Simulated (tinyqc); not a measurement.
Donor in an ellipsoidal valley (Kohn-Luttinger variational method). Changing the longitudinal mass m_l. Computed by tinyqc, a small Python program. Command: `OMP_NUM_THREADS=1 python tinyqc.py 3011857 3011858 out.jsonl kohnlutt sweep`. One thread of a shared host (Intel(R) Xeon(R) Processor @ 2.30GHz), about 0.1 s of CPU time with the checks.

H = -(d^2/dx^2 + d^2/dy^2) - gamma d^2/dz^2 - 2/r in units built on m_t, with gamma = m_t/m_l and z along the valley axis. One valley; no valley-orbit or central-cell term.

Inputs (values chosen for the exercise, for a model semiconductor): transverse mass m_t = 0.0544 m_0; dielectric constant eps = 10.5.

Constants: Ry = 13.605693123 eV; a_0 = 0.529177210903 angstrom.

Method:
- Ry* = Ry m_t/eps^2, a* = a_0 eps/m_t, gamma = m_t/m_l.
- Trial function exp(-sqrt((x^2 + y^2)/a^2 + z^2/b^2)) with beta = b/a < 1: E = t/a^2 - u/a, t = (2 + gamma/beta^2)/3, u = 2 arcsin(sqrt(1 - beta^2))/sqrt(1 - beta^2); the best a is 2 t/u and E(beta) = -u^2/(4 t).
- Golden-section search on beta from 0.05 to 0.999, 60 steps.
- Gaussian basis: g = P exp(-al (x^2 + y^2) - be z^2) with P = 1 (s-like), z (2p0) or x (2p+-); al = 0.004 x 2.6^k, k = 0..11, and be/al = 1, gamma^(-1/2) or 1/gamma (36 functions); 1/r = (2/sqrt(pi)) int exp(-t^2 r^2) dt by 48 Gauss-Legendre points after t = sqrt(al_i + al_j) tan(theta); overlap eigenvalues below 1e-10 are dropped.

One run for each value; columns: (1) longitudinal mass m_l (m_0); (2) 1s binding energy, trial function (meV); (3) 2p0 binding energy (meV); (4) 2p+- binding energy (meV); (5) best beta; (6) 1s binding energy, Gaussian basis (meV):
```
(1)       (2)     (3)     (4)      (5)     (6)
0.065   7.117  1.8650  1.7376  0.93849   7.117
0.100   8.129  2.3798  1.8763  0.80548   8.130
0.160   9.278  3.0479  2.0183  0.68256   9.283
0.240  10.291  3.7151  2.1319  0.59222  10.303
0.380  11.447  4.5705  2.2495  0.50466  11.472
0.580  12.503  5.4444  2.3471  0.43590  12.544
0.910  13.602  6.4549  2.4397  0.37320  13.669
1.400  14.618  7.4834  2.5176  0.32188  14.714
2.200  15.635  8.6070  2.5887  0.27576  15.768
```

Describe the trends.

Over the rows, 1s binding energy, trial function (meV) rises from 7.12 to 15.6 (exponent d ln y / d ln x 0.31 between the first rows and 0.15 between the last); 2p0 binding energy (meV) rises from 1.86 to 8.61 (exponent d ln y / d ln x 0.57 between the first rows and 0.31 between the last); 2p+- binding energy (meV) rises from 1.74 to 2.59 (exponent d ln y / d ln x 0.18 between the first rows and 0.062 between the last).

Extremes, crossings and ranges named in words are read from the listed rows.
